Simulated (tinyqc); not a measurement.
# Bandgap voltage reference from two bipolar transistors: effect of the offset of the amplifier

Two transistors of area 1 and N carry the same current I. Is(T) = Is (T/T0)^eta exp[(Vg0 q/kB)(1/T0 - 1/T)], VBE1 = Vt ln(I/Is(T)) + I rb, VBE2 = Vt ln(I/(N Is(T))) + I rb/N. The amplifier forces I R1(T) = VBE1 - VBE2 + Vos, with R(T) = R (1 + tc (T - T0)) for both resistors, and the output is Vref = VBE1 + I R2(T). Base currents and the Early effect are neglected.

Vt = kB T/q; I = (Vt ln N + Vos)/(R1(T) - rb (1 - 1/N)). Box coefficient: span of Vref between 233 and 398 K over its average over T and over 165 K. The last column is the R2 that gives zero slope at T0.

Values chosen for this exercise; values of the order met in silicon bipolar transistors:
```
symbol    value   unit                                                   meaning
T0          323      K                                     reference temperature
Vg0         1.2      V                      band-gap voltage extrapolated to 0 K
eta         3.3                   temperature exponent of the saturation current
Is      6.3e-18      A           saturation current of the unit transistor at T0
N             8                              area ratio of the second transistor
R1           21   kohm  resistor across which the difference of VBE falls, at T0
tc         1900  ppm/K                 temperature coefficient of both resistors
rb           60    ohm                  series resistance of the unit transistor
R2        205.5   kohm                                     output resistor at T0
```

Constants: q = 1.602176634e-19 C, kB = 1.380649e-23 J/K. Results are converted to the units shown.

Result of one run:

| Vos (mV) | I at T0 (uA) | Vref at T0 (V) | slope at T0 (uV/K) | box coefficient (ppm/K) | R2 for zero slope (kohm) |
|---|---|---|---|---|---|
| 1 | 2.811 | 1.324 | 99.02 | 82.01 | 193.9 |

What becomes of these results when the offset of the amplifier Vos is changed from 1 to -3 mV, all else the same?

Result of the changed run:

| Vos (mV) | I at T0 (uA) | Vref at T0 (V) | slope at T0 (uV/K) | box coefficient (ppm/K) | R2 for zero slope (kohm) |
|---|---|---|---|---|---|
| -3 | 2.620 | 1.283 | 99.34 | 84.92 | 193.9 |

The whole series:

| Vos (mV) | I at T0 (uA) | Vref at T0 (V) | slope at T0 (uV/K) | box coefficient (ppm/K) | R2 for zero slope (kohm) |
|---|---|---|---|---|---|
| -5 | 2.524 | 1.263 | 99.68 | 86.61 | 193.8 |
| -3 | 2.620 | 1.283 | 99.34 | 84.92 | 193.9 |
| -1 | 2.715 | 1.304 | 99.13 | 83.39 | 193.9 |
| 0 | 2.763 | 1.314 | 99.06 | 82.68 | 193.9 |
| 1 | 2.811 | 1.324 | 99.02 | 82.01 | 193.9 |
| 3 | 2.906 | 1.345 | 99.01 | 80.75 | 193.9 |
| 5 | 3.002 | 1.365 | 99.09 | 79.60 | 193.9 |

As Vos goes from -5 to 5, Vref rises from 1.263 to 1.365 V and the box coefficient falls from 86.6 to 79.6 ppm/K. Each mV of offset moves Vref by 10.3 mV, about R2/R1 = 9.79 plus the change of VBE1 with the current.

Numbers from tinyqc (`OMP_NUM_THREADS=1 python tinyqc.py 2062045 2062046 out.jsonl`; about 0.03 s on one thread of a shared Intel Xeon 2.30GHz).
